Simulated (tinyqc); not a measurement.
## Surface Green function of a dimerised chain, Sancho-Rubio decimation: end state of the dimerised chain

A semi-infinite lead of cells 0, 1, 2, ... with H0 inside a cell and H1 = <cell i|H|cell i + 1>. Cell A, B with A at the surface; -t1 joins A and B, -t2 joins B to the next A. z = E + i eta.

Start with e_s = e = H0, a = H1, b = H1^dagger. Each round: g = (z - e)^(-1); e_s <- e_s + a g b; e <- e + a g b + b g a; a <- a g a; b <- b g b (all with the old a, b). Round k joins cells 2^k apart. Stop when the largest entry of the matrices a and b is below 1e-12 eV; g_s = (z - e_s)^(-1), bulk (z - e)^(-1), density of states -Im Tr/pi. At E = dl and eta = 0.0001 eV the weight of a bound state on the first A site is -eta Im g_s(A, A).

Inputs (values chosen for the exercise):
```
symbol  value  unit                             meaning
t2          1    eV               hopping between cells
dl          0    eV  site energy, +dl on A and -dl on B
```

Result of one run:
```
t1 (eV)  half gap sqrt(dl^2 + (t1 - t2)^2) (eV)  weight from g_s  1 - (t1/t2)^2, or 0
0.9                                     0.10000          0.19000              0.19000
```

What becomes of these results when the hopping inside the cell t1 is changed from 0.9 to 1.1 eV, all else the same?

Result of the changed run:
```
t1 (eV)  half gap sqrt(dl^2 + (t1 - t2)^2) (eV)  weight from g_s  1 - (t1/t2)^2, or 0
1.1                                     0.10000        4.7619e-8                    0
```

The whole series:
```
t1 (eV)  half gap sqrt(dl^2 + (t1 - t2)^2) (eV)  weight from g_s  1 - (t1/t2)^2, or 0
0.1                                     0.90000          0.99000              0.99000
0.3                                     0.70000          0.91000              0.91000
0.5                                     0.50000          0.75000              0.75000
0.7                                     0.30000          0.51000              0.51000
0.9                                     0.10000          0.19000              0.19000
1.1                                     0.10000        4.7619e-8                    0
1.3                                     0.30000        1.4493e-8                    0
1.5                                     0.50000        8.0000e-9                    0
```

For t1 < t2 = 1 eV the weak bond comes first and a state is bound to the end at E = dl; its weight on the first site falls from 0.990 to 0.190 over these rows and follows 1 - (t1/t2)^2. For t1 > t2 there is none, and the column holds only a remainder of order eta^2 (8.0e-9 in the last row).

Numbers from tinyqc (`OMP_NUM_THREADS=1 python tinyqc.py 2680047 2680048 out.jsonl`; about 0.01 s on one thread of a shared Intel Xeon 2.30GHz).
